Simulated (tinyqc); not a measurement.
Relaxation at fixed composition: composition and strain of an epitaxial Si(1-x)Ge(x) layer from Raman and X-ray peaks. Computed by tinyqc, a small Python program. Command: `OMP_NUM_THREADS=1 python tinyqc.py 3007765 3007766 out.jsonl epiraman walk`. One thread of a shared host (Intel(R) Xeon(R) Processor @ 2.30GHz), about 0.01 s of CPU time with the checks.

A (001) layer, biaxially strained in the plane. The Raman peaks follow empirical lines omega = w0 + c1 x + c3 x^3 + b eps (c3 for Si-Ge alone), with eps the in-plane strain.

Inputs (values chosen for the exercise, modelled on silicon-germanium): Ge fraction x = 0.8; lattice constant of Si = 5.431 angstrom; lattice constant of Ge = 5.658 angstrom; bowing B = 0.029 angstrom; 2 C12/C11 of Si = 0.772; 2 C12/C11 of Ge = 0.758; Si-Si: w0 = 520.3 1/cm; Si-Si: c1 = -67.9 1/cm; Si-Si: strain coefficient b = -737 1/cm; Ge-Ge: w0 = 280.2 1/cm; Ge-Ge: c1 = 18.8 1/cm; Ge-Ge: strain coefficient b = -466 1/cm; X-ray wavelength = 1.540598 angstrom.

Substrate: silicon.

Method:
- Relaxed lattice constant a(x) = a_Si + (a_Ge - a_Si) x - B x (1 - x).
- In-plane constant a_par = a_sub + R (a(x) - a_sub); eps = a_par/a(x) - 1; eps_perp = -(2 C12/C11) eps with 2 C12/C11 linear in x; a_perp = a(x) (1 + eps_perp).
- (004) Bragg angle theta = arcsin(2 lambda/a), with a = a_perp for the layer and a_sub for the substrate; separation = layer less substrate. The apparent x is the one that a fully strained layer (R = 0) would need to give the same a_perp.

Signatures; columns: (1) R; (2) eps (per mille); (3) Si-Si (1/cm); (4) Ge-Ge (1/cm); (5) a_perp (angstrom); (6) (004) separation (arcsec); (7) apparent x if R = 0 is assumed:
```
(1)       (2)     (3)     (4)     (5)      (6)      (7)
0.00  -31.555  489.24  309.94  5.7426  -7615.4  0.80000
0.15  -26.822  485.75  307.74  5.7224  -7152.3  0.75255
0.30  -22.089  482.26  305.53  5.7022  -6685.2  0.70459
0.50  -15.778  477.61  302.59  5.6753  -6056.1  0.63981
0.70   -9.467  472.96  299.65  5.6483  -5419.8  0.57404
0.85   -4.733  469.47  297.45  5.6282  -4937.7  0.52404
1.00    0.000  465.98  295.24  5.6080  -4451.4  0.47343
```

Full relaxation moves the Si-Si peak by -23.26 per cm and shrinks the X-ray separation to 58 % of its strained value, about 1/(1 + 2 C12/C11). A symmetric reflection alone cannot part x from R: a relaxed layer read as strained gives x = 0.473 in place of 0.8. An asymmetric reflection or a second peak is needed.

Extremes, crossings and ranges named in words are read from the listed rows.
